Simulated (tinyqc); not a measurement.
Conductance against temperature: phonon transmission through an interface between two chains by Green functions. Computed by tinyqc, a small Python program. Command: `OMP_NUM_THREADS=1 python tinyqc.py 3022092 3022093 out.jsonl agf walk`. One thread of a shared host (Intel(R) Xeon(R) Processor @ 2.30GHz), about 0.01 s of CPU time with the checks.

Two semi-infinite chains (masses m_1, m_2; springs k_1, k_2), motion along the chain. The central region holds the end atom of each chain and two interlayer atoms of mass m_b, joined by springs k_b. lambda = omega^2 in eV/(angstrom^2 u); nu = 15.6333042 THz x sqrt(lambda).

Inputs (values chosen for the exercise, for two model chains):
```
quantity,value,unit
mass m_1,56.8,u
spring k_1,5.61,eV/angstrom^2
mass m_2,101,u
spring k_2,6.23,eV/angstrom^2
junction spring k_b,2.49,eV/angstrom^2
interlayer mass m_b,53.1,u
probe frequency / lower band top,0.93,-
```

Atoms in the interlayer: two.

Constants: nu for 1 eV/(angstrom^2 u) = 15.6333042 THz; h x 1 THz = 4.135667696 meV; k_B = 8.617333262e-05 eV/K; k_B = 1.380649e-23 J/K; h = 6.62607015e-34 J s.

Method:
- nu_max = 15.6333042 THz x 2 sqrt(k/m); impedance Z = sqrt(k m); long-wave transmission 4 Z_1 Z_2/(Z_1 + Z_2)^2; the probe frequency is the given share of the lower band top.
- In chain i, sin(q_i a/2) = nu/nu_max,i. An outgoing wave makes the next atom move as exp(i q_i a) times the end atom, so the lead adds the self-energy Sigma_i = -k_i exp(i q_i a) to the force-constant matrix; Gamma_i = -2 Im Sigma_i = 2 k_i sin(q_i a).
- A = lambda M - K - Sigma over the central atoms, with K_ii the sum of the springs at i, K_(i,i+1) = -k_b; G = inverse of A; transmission = Gamma_1 Gamma_2 |G_(first,last)|^2.
- Landauer conductance G = k_B int tau(nu) x^2 e^x/(e^x - 1)^2 d nu, x = h nu/(k_B T), from 0 to the lower band top (240 Gauss-Legendre points in s from 0 to 1, nu = nu_top sin(pi s/2)); tau is the transmission, and its thermal mean is G over the value for tau = 1 in the same window; the quantum is g_0 = pi^2 k_B^2 T/(3 h).

band top of chain 1 = 9.82626 THz

band top of chain 2 = 7.76540 THz

Conductance:
```
T (K),G (pW/K),mean transmission,G/g_0,G for transmission 1 (pW/K)
1,0.91872,0.97072,0.97072,0.94643
5,4.5038,0.95175,0.95175,4.7322
20,16.026,0.84666,0.84666,18.929
50,36.476,0.78078,0.77081,46.717
100,54.565,0.69803,0.57654,78.171
200,63.626,0.65022,0.33614,97.852
400,66.480,0.63500,0.17561,104.69
800,67.241,0.63095,0.088808,106.57
```

What follows from these numbers?

At 1 K G/g_0 = 0.971; as T goes to 0 it tends to the long-wave transmission, where only the impedances count. Towards high T all modes count more and more alike; at 800 K G is 67.2 pW/K and the mean transmission is 0.631, which is well below the low-T value.
